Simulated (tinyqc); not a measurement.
Changing the anneal temperature T: interdiffusion of a quantum well during annealing: blurred potential and shift of the confined levels. Computed by tinyqc, a small Python program. Command: `OMP_NUM_THREADS=1 python tinyqc.py 3017560 3017561 out.jsonl qwi sweep`. One thread of a shared host (Intel(R) Xeon(R) Processor @ 2.30GHz), about 0.09 s of CPU time with the checks.

A square well of width w is blurred by Fick diffusion with a constant coefficient; band offsets are linear in composition, masses are uniform, and strain and excitons are ignored.

Inputs (values chosen for the exercise, modelled on InGaAs in InP):

| quantity | value | unit |
|---|---|---|
| well width w | 7.3 | nm |
| electron mass m_e | 0.0425 | m_0 |
| hole mass m_h | 0.414 | m_0 |
| conduction offset V_c | 0.28 | eV |
| valence offset V_v | 0.36 | eV |
| prefactor D0 | 0.36 | cm^2/s |
| activation energy E | 3.25 | eV |
| anneal time t | 380 | s |

Constants: k_B = 8.617333262e-05 eV/K; hbar^2/(2 m_0) = 3.80998212 eV angstrom^2.

Method:
- D = D0 exp(-E/(k_B T)); L = sqrt(D t); share of well material at the centre erf(w/(4L)); 1 nm = 1e-7 cm.
- Temperatures in kelvin are T(C) + 273.15.
- With L = sqrt(D t) and the share at the centre erf(w/(4L)). After the anneal: V(z) = V {1 - (1/2)[erf((w/2 - z)/(2L)) + erf((w/2 + z)/(2L))]}, energies counted from the original well bottom. Finite differences on 3000 points over |z| < w/2 + 6L + 25 nm; shifts are taken against the same grid with cell-averaged square steps.
- Rise of the bottom = V (1 - share at the centre). Overlap = |<electron|hole>|^2.

One run for each value:

| anneal temperature T (C) | blue shift of the transition (meV) | diffusion length L (nm) | share at the centre |
|---|---|---|---|
| 660 | 1.666 | 0.1958 | 1.0000 |
| 680 | 3.733 | 0.2991 | 1.0000 |
| 700 | 8.082 | 0.4492 | 1.0000 |
| 720 | 17.185 | 0.6636 | 0.9999 |
| 740 | 36.549 | 0.9654 | 0.9925 |
| 760 | 75.828 | 1.3841 | 0.9378 |
| 780 | 138.668 | 1.9576 | 0.8126 |
| 800 | 213.121 | 2.7330 | 0.6550 |
| 820 | 284.319 | 3.7693 | 0.5065 |

What does the table show, and why?

Over the rows, blue shift of the transition (meV) rises from 1.67 to 284; diffusion length L (nm) rises from 0.196 to 3.77; share at the centre falls from 1.00 to 0.506, flat over part of the range. The apparent activation energy of the shift is 3.09 eV between the first rows and 1.46 eV between the last, against E = 3.25 eV: only small shifts measure E directly.
